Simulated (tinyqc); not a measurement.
# Doping from resistivity

Question. A uniform, uncompensated and fully ionised sample has rho = 1/(q N mu), mu = m1 + (m2 (T/300 K)^(-bt) - m1)/(1 + (N/Nr)^am). Find N, mu and the diffusion coefficient mu Vt.

Values chosen for this exercise:
- T = 400 K (temperature)
- m1 = 38.8 cm^2/(V s) (mobility limit at high doping)
- m2 = 951 cm^2/(V s) (mobility limit at low doping, at 300 K)
- Nr = 1.94e17 cm^-3 (reference doping of the mobility law)
- am = 0.598 (exponent of the mobility law)
- bt = 2.1 (temperature exponent of m2)

Constants: q = 1.602176634e-19 C, kB = 1.380649e-23 J/K, Vt = kB T/q. Results are converted to the units shown.

resistivity = 0.19126949 ohm cm

Solution. With am below 1 the product N mu rises steadily with N, so one doping matches; it is found by iterating N = 1/(q rho mu(N)).

N = 1.000e17 cm^-3
mu = 326.3 cm^2/(V s)
diffusion coefficient = 11.25 cm^2/s

Numbers from tinyqc (`OMP_NUM_THREADS=1 python tinyqc.py 2110053 2110054 out.jsonl`; about 0.01 s on one thread of a shared Intel Xeon 2.30GHz).
